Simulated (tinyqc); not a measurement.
Changing the B0 of phase 2: pressure-driven transition between two phases with analytic equations of state. Computed by tinyqc, a small Python program. Command: `OMP_NUM_THREADS=1 python tinyqc.py 3008795 3008796 out.jsonl transition sweep`. One thread of a shared host (Intel(R) Xeon(R) Processor @ 2.30GHz), about 0.01 s of CPU time with the checks.

Each phase obeys E = E0 + (9 V0 B0/16) [y^3 B' + y^2 (2 - 4 y)], y = (V0/V)^(2/3) - 1; P = (3 B0/2) (x^7 - x^5) [1 + (3/4)(B' - 4)(x^2 - 1)], x = (V0/V)^(1/3); E0 = 0 for phase 1 and Delta E0 for phase 2. H = E + P V.

Inputs (values chosen for the exercise, for two model phases):
```
quantity                                   value             unit
volume V0 of phase 1                        13.2  angstrom^3/atom
B0 of phase 1                                103              GPa
B' of phase 1                               4.84                -
volume V0 of phase 2                        11.5  angstrom^3/atom
B' of phase 2                               3.55                -
energy of phase 2 above phase 1, Delta E0  0.066          eV/atom
```

Equation of state: Birch-Murnaghan.

Constants: 1 eV/angstrom^3 = 160.2176634 GPa.

Method. Start from P = Delta E0/(V0 of phase 1 - V0 of phase 2); at each P solve P(V) = P for both phases and step P(new) = P - (H_2 - H_1)/(V_2 - V_1); stop when |H_2 - H_1| < 1e-10 eV. At the zero-temperature transition the volume change is V_2/V_1 - 1 and the work is P (V_1 - V_2).

One run for each value:
```
B0 of phase 2 (GPa)  transition pressure (GPa)  volume change (%)  V_2 at the transition (angstrom^3)
61.8                                    5.7524            -15.553                              10.608
77.8                                    6.0348            -14.347                              10.737
97.9                                    6.3107            -13.259                              10.850
123.0                                   6.5756            -12.288                              10.950
155.0                                   6.8315            -11.413                              11.038
195.0                                   7.0703            -10.646                              11.114
246.0                                   7.2942             -9.968                              11.180
309.0                                   7.4948             -9.391                              11.235
```

Over the rows, transition pressure (GPa) rises from 5.75 to 7.49 (exponent d ln y / d ln x 0.21 between the first rows and 0.12 between the last); volume change (%) rises from -15.6 to -9.39 (exponent d ln y / d ln x -0.35 between the first rows and -0.26 between the last); V_2 at the transition (angstrom^3) rises from 10.6 to 11.2 (exponent d ln y / d ln x 0.052 between the first rows and 0.022 between the last). A softer dense phase shrinks more under load and so takes over earlier.
